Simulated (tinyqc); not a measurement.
Gamma, L and X subbands of a thin body with non-parabolic valleys, step by step. Values are carried at full precision from step to step, so a last printed digit may differ when a step is redone from the rounded ones.

Hard walls, flat band, c = hbar^2/2m0, energies from the bulk Gamma edge. For a valley at angle theta to the normal 1/m_z = cos^2/ml + sin^2/mt and m_d = sqrt(ml mt^2/m_z). Subband n starts at E_v + e with e (1 + a e) = c (n pi/t)^2/m_z, and its density-of-states mass is taken as m_d (1 + 2 a e), without further growth at higher in-plane energy. Groups are named by valley and degeneracy.

Constants: hbar^2/2m0 = 3.80998211 eV angstrom^2; kB = 8.617333262e-05 eV/K.

Parameters, chosen for this exercise (near those of a thin InP channel; the results hold for these values, not for the real material): face = 111 (surface); mG = 0.0803 m0 (Gamma mass); aG = 0.6 1/eV (Gamma non-parabolicity); EL = 0.625 eV (L edge above Gamma); mL = (1.588, 0.096) m0 (L valleys (four, along <111>): ml, mt); EX = 0.996 eV (X edge above Gamma); mX = (0.893, 0.274) m0 (X valleys (three, along <100>): ml, mt); aS = 0.54 1/eV (non-parabolicity of L and X); t = 64 angstrom (body thickness); Ns = 8.4 x 1e12/cm^2 (sheet density); T = 300 K (temperature); eot = 7 angstrom (equivalent oxide thickness).

## Valley groups

List degeneracy, edge, m_z, m_d and a.

Groups:
```
group  g  E_v (eV)     m_z     m_d  a (1/eV)
G1     1     0.000  0.0803  0.0803      0.60
L1     1     0.625  1.5880  0.0960      0.54
L3     3     0.625  0.1072  0.3695      0.54
X3     3     0.996  0.3563  0.4338      0.54
```

## Subband edges

n = 1 to 8 for each group; list the ten lowest.

Subbands:
```
subband  g  E (eV)  DOS mass
G1 n=1   1  0.1074    0.0906
G1 n=2   1  0.3736    0.1163
L1 n=1   1  0.6308    0.0966
L1 n=2   1  0.6478    0.0984
L1 n=3   1  0.6756    0.1013
L3 n=1   3  0.7070    0.4022
L1 n=4   1  0.7133    0.1052
G1 n=3   1  0.7189    0.1496
L1 n=5   1  0.7597    0.1100
L1 n=6   1  0.8139    0.1156
```

The lowest subband is G1 n=1, 266 meV below G1 n=2; in the bulk the lowest valley is Gamma.

## Filling and quantum capacitance

n_i = g m/(2 pi c) kB T ln(1 + exp((EF - E_i)/kB T)), sum n_i = Ns (1e12/cm^2 = 1e-4/angstrom^2), c = hbar^2/2m0. Quantum capacitance Cq = 1602.176634 sum g m/(2 pi c) f_i in microfarad/cm^2 with f_i = 1/(1 + exp((E_i - EF)/kB T)); Cox = 34.5313/eot (one gate); C/Cox = Cq/(Cq + Cox), the centroid term left out.

Over the ten listed subbands, named by valley (G, L, X), degeneracy and number.

EF = 0.3246 eV

n_i in the order of the list (1e12/cm^2): 8.224  0.176  0.000  0.000  0.000  0.000  0.000  0.000  0.000  0.000

Cq = 7.08 microfarad/cm^2
Cox = 4.933 microfarad/cm^2
C/Cox = 0.589

EF lies 217 meV above the lowest edge; Gamma holds 100 % of the electrons. The low density of states costs 41 % of the gate capacitance.

## Checks

- Cq against the slope dNs/dEF by finite differences, microfarad/cm^2: both 7.08.

tinyqc: `OMP_NUM_THREADS=1 python tinyqc.py 1282013 1282014 out.jsonl`; about 0.02 s, one thread, shared Intel(R) Xeon(R) Processor @ 2.30GHz.
